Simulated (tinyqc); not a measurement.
Worked calculation: power iteration on a symmetric matrix. Computed by tinyqc, a small Python program that keeps every step. Settings: method = power, shift = -0.23. Command: `OMP_NUM_THREADS=1 python tinyqc.py 23604 23605 out.jsonl` (the two numbers bound the seeds that draw the settings). One thread of a shared host (Intel(R) Xeon(R) Processor @ 2.60GHz), about 0.01 s of CPU time with the checks.

## Step 1

A:
```
[[1.079000, -0.090000, 0.108000, -0.174000],
 [-0.090000, 1.575000, -0.146000, 0.034000],
 [0.108000, -0.146000, 1.700000, 0.019000],
 [-0.174000, 0.034000, 0.019000, 2.238000]]
```

vector v at the start: [0.500000, 0.500000, 0.500000, 0.500000]

shift = -0.230000

w = (A - shift) v; v' = w/|w| with its largest component positive (the first on a tie); lambda = v'^T A v'.

vector after step 1: [0.319057, 0.443581, 0.528810, 0.649460]

Rayleigh quotient after step 1 = 1.742120

## Step 2

As before.

vector after step 2: [0.159030, 0.354213, 0.495447, 0.777030]

Rayleigh quotient after step 2 = 1.939420

## Step 3

As before.

vector after step 3: [0.042843, 0.262291, 0.424119, 0.865731]

Rayleigh quotient after step 3 = 2.079392

## Course of the iteration

Stop when the residual |A v - lambda v| is below 1e-9.

Steps:
```
step      lambda  residual
1     1.74211986  4.54e-01
2     1.93941990  4.11e-01
3     2.07939196  3.33e-01
4     2.16377144  2.54e-01
5     2.21052829  1.88e-01
6     2.23565088  1.38e-01
7     2.24914651  1.02e-01
8     2.25651690  7.65e-02
9     2.26064535  5.80e-02
10    2.26302632  4.45e-02
11    2.26444055  3.47e-02
12    2.26530381  2.74e-02
13    2.26584333  2.18e-02
14    2.26618710  1.75e-02
15    2.26640948  1.42e-02
16    2.26655500  1.15e-02
17    2.26665104  9.36e-03
18    2.26671482  7.64e-03
19    2.26675736  6.25e-03
20    2.26678582  5.12e-03
21    2.26680491  4.19e-03
22    2.26681773  3.44e-03
23    2.26682635  2.82e-03
24    2.26683214  2.31e-03
25    2.26683605  1.90e-03
26    2.26683868  1.56e-03
27    2.26684045  1.28e-03
28    2.26684164  1.05e-03
29    2.26684245  8.62e-04
30    2.26684299  7.08e-04
```

all eigenvalues, for comparison: [1.028471, 1.476797, 1.819888, 2.266844]

Not converged in 30 steps: the residual falls only by the ratio of the two largest distances of eigenvalues from the shift, 0.82 a step.
